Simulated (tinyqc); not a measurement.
# Worked calculation: charge-trap memory cell

Computed by the program tinyqc: `OMP_NUM_THREADS=1 python tinyqc.py 2130122 2130123 out.jsonl`, one thread of a shared Intel Xeon 2.30GHz, about 0.1 s for the whole run. Printed values are rounded.

Channel, tunnel oxide, storage layer, blocking layer, gate. N electrons per area sit in a sheet at the centroid and shift the threshold by U = (q/eps0) N (tb/eb + xc tn/en). EOT = t1 + 3.9 (tn/en + tb/eb); tunnel field F = (Vg - U)/EOT; dN/dt = eta (J/q)(1 - N/Nm). Fowler-Nordheim: J = A F^2 exp(-B/F), A = q^2/(16 pi^2 hbar mo phi) (times 1e14 for A/cm^2 with F in V/nm, emitter mass m0), B = (4/3) sqrt(mo/C) phi^1.5, C = hbar^2/(2 m0).

Parameters, values chosen for the exercise; oxide values close to those of silicon dioxide, storage layer close to silicon nitride, blocking layer close to aluminium oxide:
```
symbol  value   unit                                                      meaning
phi      3.17     eV                                               tunnel barrier
mo       0.48     m0                                              tunnelling mass
t1        5.1     nm                              tunnel oxide (permittivity 3.9)
tn        6.5     nm                                                storage layer
en        7.6                                           its relative permittivity
tb       10.5     nm                                               blocking layer
eb          9                                           its relative permittivity
xc       0.68         charge centroid, share of tn counted from the blocking side
eta      0.94                                capture efficiency of an empty layer
Nm       7e12  cm^-2                                                 trap density
T         423      K                                          storage temperature
E1       0.88     eV                                        shallowest trap depth
E2       1.81     eV                                           deepest trap depth
nu       1e13    1/s                                            attempt frequency
Vg       14.2      V            gate voltage less flat band and surface potential
d0       8e-6      s                                              first time step
gr        1.6                                                  growth of the step
n           9                                                               steps
```

Constants: q = 1.602176634e-19 C, kB = 1.380649e-23 J/K, hbar = 1.054571817e-34 J s, m0 = 9.1093837015e-31 kg, Vt = kB T/q, eps0 = 8.8541878128e-14 F/cm where lengths are in cm, hbar^2/(2 m0) = 0.0380998212 eV nm^2. Results are converted to the units shown.

Range of the model: The Fowler-Nordheim form needs F t1 above phi; trap-assisted paths and leakage through the blocking layer are left out.

## Constants of the stack

EOT, the shift for 1e12 electrons per cm^2, the shift with all traps full, and the starting field, current and rate.

EOT = 12.9855 nm
shift for 1e12 cm^-2 = 0.316347 V
shift with all traps full = 2.21443 V
F(0) = 1.09353 V/nm
J(0) = 0.00298584 A/cm^2
dN/dt at the start = 1.75180e16 cm^-2 s^-1

## Midpoint steps of growing length

N(half) = N + (d/2) r(N), N(new) = N + d r(N(half)), r = dN/dt; the step starts at d0 and is multiplied by gr each time. Field in the blocking layer (3.9 F + q N/eps0)/eb.

```
step       t (s)   N (cm^-2)    U (V)  F (V/nm)  blocking field (V/nm)
0              0           0  0.00000   1.09353               0.473861
1           8e-6  1.33126e11  0.04211   1.09028               0.475132
2        2.08e-5  3.21726e11  0.10178   1.08569               0.476933
3       4.128e-5  5.76104e11  0.18225   1.07949               0.479362
4     7.40480e-5  9.00072e11  0.28474   1.07160               0.482456
5     1.26477e-4  1.28858e12  0.40764   1.06213               0.486166
6     2.10363e-4  1.72896e12  0.54695   1.05141               0.490371
7     3.44581e-4  2.20482e12  0.69749   1.03981               0.494915
8     5.59329e-4  2.70004e12  0.85415   1.02775               0.499644
9     9.02926e-4  3.20095e12  1.01261   1.01555               0.504427
```

A converged integration gives U = 1.032 V at the last time; the steps are 1.9 % below that. The tunnel field falls by 7.13 % while the blocking field rises by 6.45 %.

## Retention after ten years

Retention: filled traps are spread evenly in depth from E1 to E2, and each empties at the rate nu exp(-E/kB T). The share left is the mean of exp(-nu t exp(-E/kB T)) = [kB T/(E2 - E1)] [E1x(nu t exp(-E2/kB T)) - E1x(nu t exp(-E1/kB T))], E1x the exponential integral; traps shallower than about Ed = kB T ln(nu t) are empty. t = 3.15576e8 s.

Ed = 1.80447 eV
share left = 0.0109526
loss a decade while Ed lies between E1 and E2, kB T ln 10/(E2 - E1) = 0.0902497

The sharp-edge estimate (E2 - Ed)/(E2 - E1) is 0.00595; the true edge lies 0.577 kB T deeper.
